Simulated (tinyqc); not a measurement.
MESFET, gradual channel with velocity saturation: course of the iteration: the saturation point by Newton steps.

A uniformly doped n-type channel, depleted from the top by a Schottky gate; at channel potential V the depleted share of a is u = sqrt((Vbi - Vg + V)/Vp), s at the source. Electrons drift with v = mu E/(1 + mu E/vsat). Abrupt depletion edge, no series resistance, source at 0.

a is the channel (half-)thickness, Vp its pinch-off voltage and Z = mu Vp/(vsat L); an iterate with u > 1 is an overshoot, not a physical state. f = (1 - u)(1 + Z (u^2 - s^2)) - Z F/3, F = 3 (u^2 - s^2) - 2 (u^3 - s^3); f' = -(1 + Z (u^2 - s^2)); u(new) = u - f/f'.

Stop when u changes by less than 1e-10, or after 5 iterations.

u at the start = 0.754
Z = 14.5500
s = 0.754299

Course of the iteration:
```
iteration         u  |change|
1           1.00162     0.248
2          0.899649     0.102
3          0.867098    0.0326
4          0.863356   3.74e-3
5          0.863306   4.95e-5
```

Did this iteration meet its convergence test, and what does its course show?

No. Not converged within 5 iterations. The first step jumps to u = 1.00, and the change is still 4.9e-5 at the cap; nothing diverges, the cap is too low. A rerun with a cap of 40 iterations converges in 7 iterations.

Program tinyqc, `OMP_NUM_THREADS=1 python tinyqc.py 2500053 2500054 out.jsonl`; Intel Xeon 2.30GHz, shared host, one thread, about 0.05 s.
